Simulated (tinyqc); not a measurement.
Koster-Slater impurity in a tight-binding band, by Green functions and by supercells: one step, computed by the program tinyqc.

One orbital per site, e(k) = -2 t sum cos(k_i) over 2 direction(s), band from -4 t to 4 t, lattice constant 1. One site has the extra energy U. Spin is left out.

Problem. The level in the supercell. In a periodic cell of N sites along each direction with Bloch vector K, the level solves 1/U = N^-d sum_k 1/(E - e(k)), k_i = (2 pi m_i + K_i)/N, m_i = 0..N-1; the outermost root on the side of U is taken (bisection). d is the number of directions. Gamma means K_i = 0, the zone corner K_i = pi, the quarter point K_i = pi/2. The error is measured against the isolated level E_b.

Inputs (values chosen for the exercise, for a model band): hopping t = 0.55 eV; impurity potential U = 2.87 eV; supercell edge N = 3 sites.

Lattice: square.

level E_b = 3.304701 eV

Give: level at Gamma; level at the corner; level at the quarter point; error at Gamma; width between Gamma and the corner.

Solution.

level at Gamma = 3.217 eV

level at the corner = 3.393 eV

level at the quarter point = 3.304 eV

error at Gamma = -0.08767 eV

width between Gamma and the corner = 0.1757 eV

Images turn the level into a band 0.176 eV wide; the quarter point misses the isolated level by -0.0012 eV, far less than Gamma, because the leading hopping between images averages out there.
